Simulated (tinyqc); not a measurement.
Heavy doping: gap narrowing, degeneracy and the minority density: sweeps and comparisons. A value that a table varies takes the place of the one given here.

F_j(eta) = (1/Gamma(j + 1)) integral_0^infinity x^j dx/(1 + exp(x - eta)), which tends to exp(eta) for eta << 0.

Empirical narrowing (Slotboom form, constants chosen for the exercise; published fits of this form give the apparent narrowing, here it is taken as the true one): dEg = E0 [ln(N/N0) + sqrt(ln(N/N0)^2 + C)].

Majority: N = Nc F_1/2(eta), eta the distance of EF beyond the majority band edge in kT. Degeneracy factor gam = F_1/2(eta)/exp(eta). ni0^2 = Nc Nv exp(-Eg/kT); product n p = ni0^2 gam exp(dEg/kT), dEg the true narrowing; apparent narrowing dEa = dEg + kT ln gam; minority density = n p/N.

Bipolar transistor with N as emitter doping: beta = K (N/NB) exp((dEa_B + dG - dEa_E)/kT), dEa_E = dEg(N) + kT ln gam, dEa_B = dEg(NB). For the sweep in T, Nc is scaled as (T/T0)^(3/2) from its value at T0 = T.

Constants: kB = 8.617333262e-05 eV/K.

Values chosen for the exercise (gap and densities of states near those of Si at this temperature; narrowing constants near the fits for Si; shifted at random, so the results belong to these values and not to a real crystal):
- Eg = 1.153 eV (gap)
- Nc = 2.15e+19 1/cm^3 (conduction-band density of states)
- Nv = 9.29e+18 1/cm^3 (valence-band density of states)
- T = 250 K
- E0 = 6.81 meV (narrowing scale)
- N0 = 1.3e+17 1/cm^3 (onset density)
- C = 0.5 (smoothing constant)
- N = 1e+19 1/cm^3 (ionised donors, equal to the majority density)
- NB = 2e+17 1/cm^3 (base doping)
- K = 3.6 (ratio (D_B W_E)/(D_E W_B))
- dG = 50 meV (extra narrowing of the base by alloying)

## Narrowing against degeneracy

N takes the values listed; the last column is N over the factor gam exp(dEg/kT), the doping that a simple model would need to give the same minority density.

Results:
```
N (1/cm^3)    eta      gam  dEg (meV)  dEa (meV)  minority (1/cm^3)  effective doping (1/cm^3)
6.0e+16     -5.88    0.999        1.9        1.8             0.0207                   5.51e+16
2.0e+17     -4.67    0.997        8.6        8.5            0.00846                   1.35e+17
6.0e+17     -3.57    0.990       21.9       21.7            0.00520                   2.19e+17
2.0e+18     -2.34    0.968       37.8       37.1            0.00320                   3.57e+17
6.0e+18     -1.18    0.906       52.6       50.5            0.00198                   5.75e+17
2.0e+19      0.25    0.723       68.9       61.9            0.00101                   1.13e+18
6.0e+19      1.98    0.386       83.8       63.3           0.000360                   3.17e+18
2.0e+20      5.18   0.0522      100.2       36.6           3.11e-05                   3.66e+19
4.0e+20      8.39  0.00423      109.6       -8.2           1.95e-06                   5.84e+20
```

What can be read from the table?

dEg grows steadily to 109.6 meV, while the apparent value peaks at 63.3 meV for N = 6e+19 and falls to -8.2 meV as the Fermi level enters the band (a negative value is not met in measurements: parabolic bands with a fixed mass overstate the filling). N grows by a factor 33 from the third to the sixth row and the effective doping by 5.1: net of degeneracy, narrowing takes away 85 % of the factor gained by heavier doping.

## Current gain against temperature

Gain:
```
T (K)  beta  beta with dG = 0  without narrowing
150     237              4.95                180
200     214              11.7                180
250     203              19.9                180
300     196              28.4                180
350     192              36.7                180
400     190              44.5                180
450     188              51.8                180
```

dEa_B + dG - dEa_E at T0 = 2.6 meV

What can be read from the table?

beta is 237 at 150 K and 188 at 450 K, since the net exponent is positive: the gap is narrower in the base. At 300 K narrowing and degeneracy change the gain by a factor 0.158 and alloying the base by 6.92.

## What moves the minority density and the gain

All results formed anew. Each row changes one parameter from the base and keeps the others.

Results:
```
case                 dEg (meV)  dEa (meV)  minority (1/cm^3)  beta
base                     59.54      56.02            0.00154   203
N = 2e+19 1/cm^3         68.93      61.93            0.00101   308
E0 = 8.172 meV           71.45      67.93            0.00267   126
N0 = 2.6e+17 1/cm^3      50.17      46.65           0.000994   246
Eg = 1.173 eV            59.54      56.02           0.000607   203
Nc = 2.8e+19 1/cm^3      59.54      56.83            0.00208   195
NB = 4e+17 1/cm^3        59.54      56.02            0.00154   148
```

How do the results move?

The largest shifts from the base row, up to three for each result and ties (the steps differ in size, so this ranks the rows, not the parameters). dEg (meV): E0 +11.91, N +9.39, N0 -9.37; unchanged at the printed digits by Eg, Nc and NB. dEa (meV): E0 +11.91, N0 -9.37, N +5.91; unchanged at the printed digits by Eg and NB. minority (1/cm^3): E0 +0.00113, Eg -0.000929, N0 -0.000542; unchanged at the printed digits by NB. beta: N +105, E0 -76.4, NB -54.9; unchanged at the printed digits by Eg.

Program tinyqc; command `OMP_NUM_THREADS=1 python tinyqc.py 1651042 1651043 out.jsonl`; about 0.01 s on one thread of a shared Intel(R) Xeon(R) Processor @ 2.30GHz.
